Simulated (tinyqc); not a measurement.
## Thickness from the transmission

Question. A dielectric of barrier phi1 and mass m1 carries the voltage V, so U = phi1 - V x/t1. At E = 0 the WKB exponent is S = (4 t1/(3 V)) sqrt(m1/C) [phi1^1.5 - max(phi1 - V, 0)^1.5], C = hbar^2/(2 m0), and T = exp(-S). Find S, t1 and the field.

Values chosen for this exercise:
```
symbol  value  unit                                                        meaning
phi1     3.24    eV  barrier of layer 1 above the emitter Fermi level at zero bias
m1        0.5    m0                                     tunnelling mass of layer 1
V           4     V                                  voltage across the dielectric
```

Constants: q = 1.602176634e-19 C, hbar = 1.054571817e-34 J s, m0 = 9.1093837015e-31 kg, hbar^2/(2 m0) = 0.0380998212 eV nm^2. Results are converted to the units shown.

T at E = 0 = 9.7613755e-12

Solution. At fixed V the exponent is proportional to t1.

S = 25.4
t1 = 3.60 nm
field = 11.1 MV/cm

Program tinyqc, `OMP_NUM_THREADS=1 python tinyqc.py 2540129 2540130 out.jsonl`; Intel Xeon 2.30GHz, shared host, one thread, about 0.05 s.
